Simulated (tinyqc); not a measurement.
Chip with leakage that grows with temperature, electro-thermal loop and runaway: two steps of the calculation.

One temperature T for the device, T = T0 + Rth P(T), with P(T) = Pd + Pl (T/300 K)^2 exp[(q Ea/kB)(1/(300 K) - 1/T)]. The loop gain is Rth dP/dT; a solution is thermally stable when it is below one.

Inputs (values chosen for the exercise): ambient temperature T0 = 300 K; temperature-independent switching power Pd = 1.9 W; leakage power at 300 K Pl = 0.0158 W; activation energy of the leakage Ea = 0.7 eV; thermal resistance Rth = 15 K/W.

Constants: q = 1.602176634e-19 C, kB = 1.380649e-23 J/K. Results are converted to the units shown.

Question 1. Temperature by substitution. P(T) = Pd + Pl (T/300 K)^2 exp[(q Ea/kB)(1/(300 K) - 1/T)]; T(new) = T0 + Rth P(T).

T at the start = 300 K

Give: P; T after iteration 1.

Answer 1.

P = 1.916 W
T after iteration 1 = 328.7 K

Question 2. Loop gain and effective thermal resistance. P(T) = Pd + Pl (T/300 K)^2 exp[(q Ea/kB)(1/(300 K) - 1/T)]; P'(T) = (P - Pd)(2/T + q Ea/(kB T^2)); G = Rth P'. A small change of T0 changes T by 1/(1 - G) times as much.

converged T = 332.65914 K

Wanted: P; G; dT/dT0.

Answer 2.

P = 2.177 W
G = 0.3303
dT/dT0 = 1.493

The feedback is positive: heating raises the power. A second, unstable solution lies at 360.3 K; above it the temperature runs away.

Computed by the program tinyqc: `OMP_NUM_THREADS=1 python tinyqc.py 2520009 2520010 out.jsonl`, one thread of a shared Intel Xeon 2.30GHz, about 0.01 s for the whole run.
